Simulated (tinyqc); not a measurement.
Worked calculation: Weaire-Thorpe hybrids on a Bethe lattice: gap and dangling bond of an amorphous tetrahedral solid. Values are carried at full precision from step to step, so a last printed digit may differ when a step is redone from the rounded ones.

Four sp3 hybrids an atom at energy 0, coupled by -V1 on the atom and by -V2 along a bond; the bonds form a tree (no rings). For any network the gap runs at least from -V2 + V1 to V2 - 3 V1, and p-like states pile up at -V2 + V1 and V2 + V1. On the tree the gap is wider: it ends at Ec = -V1 + sqrt(V2^2 + 4 V1^2 - 2 sqrt3 V1 V2), which makes it well wider than the gaps of the real glasses. A branch seen from a hybrid has the self-energy S = V2^2 g, where g is the Green function of the hybrid across the bond, whose three partners carry S themselves. With a = z - V1, b = a - S: g = 1/(a + V1 b/(b + 3 V1)), z = E + i eta. A full atom has G = (1/b)(b + 3 V1)/(b + 4 V1) per hybrid; a dangling hybrid with shift dh has G = 1/(1/g - dh).

Inputs chosen for the exercise (of the size of tabulated hybrid energies for amorphous silicon; shifted at random, so the results belong to these values and not to a real crystal):
```
symbol  value  unit  meaning
V1      1.74   eV    coupling of two hybrids on one atom
V2      4.51   eV    coupling of the two hybrids of a bond
E       -2.66  eV    energy
eta     0.03   eV    broadening
dh      -0.22  eV    shift of the dangling hybrid (rehybridisation)
```

## Edges

Bounds -V2 + V1 and V2 - 3 V1. On the tree the s-like bands are narrower: E = -V1 -/+ sqrt(V2^2 + 4 V1^2 + V1 V2 e) with e from -2 sqrt3 to 2 sqrt3 (for a crystal, -4 to 4), so the conduction edge is -V1 + sqrt(V2^2 + 4 V1^2 - 2 sqrt3 V1 V2).

edges (eV): Ev -2.7700, Ec(bound) -0.7100, Ec(tree) 0.5548

gaps (eV): (bound, reached in the crystal) 2.0600, (tree) 3.3248

The gap needs no periodicity, only V2 > 2 V1 (here V2/V1 = 2.592); leaving out rings widens it by 1.265 eV. Two parameters give the trend, not the value.

## The self-energy at one energy

S = V2^2 g is a quadratic A S^2 + B S + C = 0 with A = a + V1, B = -(a (a + 4 V1) + V2^2), C = V2^2 (a + 3 V1), a = z - V1. Of the two roots take the one with Im S < 0 (if both qualify, the decaying one, with the smaller |V1 V2 g/(b + 3 V1)|).

A, B, C: -2.6600+0.0300i  -9.0752+0.0552i  16.6789+0.6102i

roots (eV): 1.3240+0.0456i  -4.7355-0.0634i

S = -4.7355-0.0634i eV

## Densities at that energy

With z = E + i eta, b = z - V1 - S: full atom G = (b + 3 V1)/(b (b + 4 V1)); g = S/V2^2; dangling hybrid 1/(1/g - dh); densities -Im G/pi.

G (1/eV): (bulk) 2.1089-0.5778i, (dangling with dh = 0) -0.2328-0.0031i, (dangling with dh) -0.2454-0.0035i
densities (1/eV): (bulk) 0.1839, (dangling with dh = 0) 0.0010, (dangling with dh) 0.0011

## The dangling-bond level

For eta = 0 the level solves 1/g(E) = dh inside the gap (bisection); its weight on the dangling hybrid is 1/(d(1/g)/dE), by central differences with step 1e-5 eV.

level = -0.1252 eV
above Ev = 2.6448 eV
weight on the dangling hybrid = 0.584

The level lies at 80 % of the gap of the tree; 42 % of it spreads over the back bonds.

## Checks

- Conduction edge from the formula against the zero of the discriminant: both 0.554844.
- S from the quadratic against damped iteration of S = V2^2 g: both -4.735517.

(tinyqc, `OMP_NUM_THREADS=1 python tinyqc.py 1481514 1481515 out.jsonl`, Intel(R) Xeon(R) Processor @ 2.30GHz, 1 thread, shared host, about 0.03 s.)
